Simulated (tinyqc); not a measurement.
Where the wafer is too thin: surface photovoltage measurement of the minority-carrier diffusion length in a wafer. Computed by tinyqc, a small Python program. Command: `OMP_NUM_THREADS=1 python tinyqc.py 3130448 3130449 out.jsonl spv walk`. One thread of a shared host (Intel(R) Xeon(R) Processor @ 2.30GHz), about 0.01 s of CPU time with the checks.

Low injection, steady light, a depletion layer much thinner than 1/alpha and L. The excess density dn is taken at the front edge of the neutral region; light that reaches the back is lost.

Inputs (values chosen for the exercise, modelled on p-type silicon at room temperature):
```
quantity,value,unit
wafer thickness W,300,micrometre
diffusivity D,31.3,cm^2/s
front recombination velocity S_f,120,cm/s
back recombination velocity S_b,46000,cm/s
photon flux entering,4.1e+11,1/(cm^2 s)
```

Method:
- alpha = (84.732/lambda - 76.417)^2 per cm with lambda in micrometre (an empirical fit for silicon between 0.7 and 1.05 micrometre).
- Thick wafer: dn = Phi L/((S_f + D/L)(L + 1/alpha)). Finite wafer, with s = S_b L/D, w = W/L, a = alpha L: dn = [Phi a/(a^2 - 1)] [a - B - exp(-alpha W)(a - s)/(cosh w + s sinh w)]/(S_f + B D/L), B = (sinh w + s cosh w)/(cosh w + s sinh w).
- Readings y = (Phi/dn) (1 + noise x g) at 780, 830, 880, 920, 950, 975 and 995 nm; a least-squares line y = c (1/alpha + L_app) gives L_app = intercept/slope.
- No noise; L is varied at fixed W, and the last two columns set S_b to 0 and to 1e7 cm/s.

Apparent length (micrometre):
```
L,W/L,given S_b,S_b = 0,S_b = 1e7
15,20.000,15.00,15.00,15.00
30,10.000,30.00,30.00,30.00
60,5.000,59.75,60.12,59.70
90,3.333,87.43,91.49,87.13
150,2.000,129.18,163.54,127.75
240,1.250,161.83,292.81,158.79
390,0.769,181.97,510.88,177.60
630,0.476,191.29,759.67,186.22
1200,0.250,195.89,993.41,190.45
```

What does the comparison show, and why?

With a fast back surface L_app levels off, at 190 micrometre in the last row; with a passive one it reaches up to 1.31 times L among these rows and is 993 in the last. All three columns are within 5 % of L down to W/L = 3.3.

Extremes, crossings and ranges named in words are read from the listed rows.
